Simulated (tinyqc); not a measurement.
MOS capacitor on an n-type substrate, surface potential from the exact charge relation: one step of the calculation.

Uniform n-type substrate, Boltzmann statistics, full ionisation, classical densities. psi is the surface potential against the body (positive when the bands bend down) and u = -psi/Vt. Traps are spread evenly over the gap and neutral at flat band, so their charge is -q Dit psi; the minority quasi-Fermi level is shifted by Vb.

Question. Flat band, threshold and scales. ni = sqrt(Nc Nv) exp(-Eg/(2 Vt)), Eg in volts; phiF = Vt ln(N/ni); Cox = eps0 eox/tox; Vfb = phiM - chi - Vt ln(Nc/N) - q Nf/Cox; Q0 = sqrt(2 eps0 eps_r q N Vt); r = (ni/N)^2 exp(-Vb/Vt); VT = Vfb - [(2 phiF + Vb)(1 + q Dit/Cox) + sqrt(2 eps0 eps_r q N (2 phiF + Vb))/Cox].

Inputs (values chosen for the exercise); band and dielectric values close to those of silicon:
- T = 300 K (temperature)
- Eg = 1.14 eV (band gap)
- eps_r = 11.5 (relative permittivity)
- Nc = 2.77e19 cm^-3 (conduction-band density of states at T)
- Nv = 2.69e19 cm^-3 (valence-band density of states at T)
- chi = 4 eV (electron affinity)
- N = 1.6e15 cm^-3 (donor density of the substrate)
- eox = 21.3 (relative permittivity of the gate insulator (close to hafnium oxide))
- tox = 81 nm (insulator thickness)
- phiM = 4.72 eV (gate work function)
- Nf = 2.3e11 cm^-2 (fixed charge at the interface, in units of q)
- Dit = 0 cm^-2 eV^-1 (density of interface traps)
- Vb = 0 V (reverse bias of the inversion layer against the body)

Constants: q = 1.602176634e-19 C, kB = 1.380649e-23 J/K, Vt = kB T/q, eps0 = 8.8541878128e-14 F/cm where lengths are in cm. Results are converted to the units shown.

Give: ni; phiF; Cox; Vfb; Q0; r; VT.

Answer.

ni = 7.2533e9 cm^-3
phiF = 0.31808 V
Cox = 0.23283 uF/cm^2
Vfb = 0.30944 V
Q0 = 3.6737 nC/cm^2
r = 2.0551e-11
VT = -0.40500 V

tinyqc, about 0.03 s, one thread, Intel Xeon 2.30GHz (shared host): `OMP_NUM_THREADS=1 python tinyqc.py 2060048 2060049 out.jsonl`
